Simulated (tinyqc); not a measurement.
Off-state leakage of single and stacked transistors: two steps of the calculation.

n-channel devices of unit width. Subthreshold current I(Vg, Vs, Vd) = I0 (T/300 K)^0.5 exp[(Vg - Vs - VT(T) - gb (Vs - Vb) + dd (Vd - Vs))/(nf Vt)] (1 - exp(-(Vd - Vs)/Vt)), VT(T) = VT - cT (T - 300 K). Gate-edge tunnelling Ig (Vd/1 V) exp(ag (Vd - 1 V)), for a gate at 0 V, and band-to-band leakage Ab u exp(-Bb/u), u = Vd - Vb + 1 V, flow at a drain held at V; both are taken as independent of T. In a stack of off transistors (all gates at 0 V) the same subthreshold current passes through each.

Parameters, values chosen for the exercise; values of the order met in bulk silicon logic transistors: temperature T = 398 K; supply voltage V = 1.1 V; threshold at 300 K, zero drain and body bias VT = 0.33 V; fall of the threshold with temperature cT = 0.9 mV/K; current at threshold at 300 K I0 = 0.19 uA/um; slope factor nf = 1.2; drain-induced lowering per volt dd = 0.05; rise of the threshold per volt of source-body bias gb = 0.22; gate-edge tunnelling current at 1 V Ig = 6e-5 uA/um; exponential slope of the gate current ag = 4.3 1/V; prefactor of band-to-band leakage at the drain Ab = 30 uA/(um V); its exponential voltage Bb = 28 V; body voltage Vb = 0 V.

Constants: q = 1.602176634e-19 C, kB = 1.380649e-23 J/K, Vt = kB T/q. Results are converted to the units shown.

Problem 1. Leakage of one transistor. Vg = Vs = 0, Vd = V; effective threshold VT(T) - gb Vb - dd V.

Give: effective threshold; parts; total; shares.

Solution 1.

effective threshold = 0.1868 V
parts (nA/um): subthreshold 2.339, gate edge 0.1015, band-to-band 0.1020
total = 2.542 nA/um
shares (%): subthreshold 92.00, gate edge 3.991, band-to-band 4.014

The subthreshold part is the largest.

Problem 2. New Vx. Stack of two, Vx the node between them: I_low = I(0, 0, Vx), I_up = I(0, Vx, V), f = ln(I_up/I_low), f' = -(1 + gb + 2 dd)/(nf Vt) - 1/(Vt (exp(Vx/Vt) - 1)) - 1/(Vt (exp((V - Vx)/Vt) - 1)), Vx(new) = Vx - f/f'.

Vx at the start = 0.042 V

Give: I_low; I_up; f; f'; Vx after iteration 1.

Solution 2.

I_low = 0.4567 nA/um
I_up = 0.6399 nA/um
f = 0.3373
f' = -44.21 1/V
Vx after iteration 1 = 0.04963 V

Numbers from tinyqc (`OMP_NUM_THREADS=1 python tinyqc.py 2242014 2242015 out.jsonl`; about 0.03 s on one thread of a shared Intel Xeon 2.30GHz).
